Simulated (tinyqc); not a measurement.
# Resistive memory cell, filament-gap model with Joule heating: effect of the series resistance on the set time

A tunnelling gap g separates the tip of a filament from the electrode. I = I0 exp(-g/g0) sinh(Vd/V0), with Vd = V - I Rs on the device; T = T0 + Rth Vd I at once; the gap closes as dg/dt = -nu exp(-q Ea/(kB T)) sinh(al q Vd/(kB T)). All constants are fitting values of a compact model.

The set time is the integral of dg/|dg/dt| from gf to gi, with Vd solved for each gap; the second column repeats it with Rth = 0.

Values chosen for this exercise:

| symbol | value | unit | meaning |
|---|---|---|---|
| T0 | 358 | K | ambient temperature |
| I0 | 0.42 | mA | current scale |
| g0 | 0.32 | nm | tunnelling length |
| V0 | 0.32 | V | voltage scale |
| nu | 1 | m/s | attempt velocity |
| Ea | 1.13 | eV | activation energy |
| al | 0.43 |  | barrier lowering per volt on the device |
| Rth | 3.1e5 | K/W | thermal resistance |
| gi | 1.5 | nm | gap at the start |
| gf | 0.5 | nm | gap that counts as set |
| V | 1.9 | V | pulse voltage |

Constants: q = 1.602176634e-19 C, kB = 1.380649e-23 J/K. Results are converted to the units shown.

Effect of the series resistance on the set time:
```
Rs (ohm),set time (s),without heating (s),higher T of the two ends (K),I at gf (uA)
500,5.364e-6,0.2279,896.2,1529
1000,1.965e-4,2.004,637.6,924.9
2000,0.02370,19.78,494.8,546.1
5000,15.50,453.9,405.8,263.7
10000,920.0,4819,384.6,148.6
```

What does the table show?

As Rs goes from 500 to 10000 ohm, the set time rises from 5.36e-6 to 920 s, a span of 8.2 decades; heating shortens it by a factor of 42500 in the first row and 5.24 in the last.

tinyqc, about 0.1 s, one thread, Intel Xeon 2.30GHz (shared host): `OMP_NUM_THREADS=1 python tinyqc.py 2880146 2880147 out.jsonl`
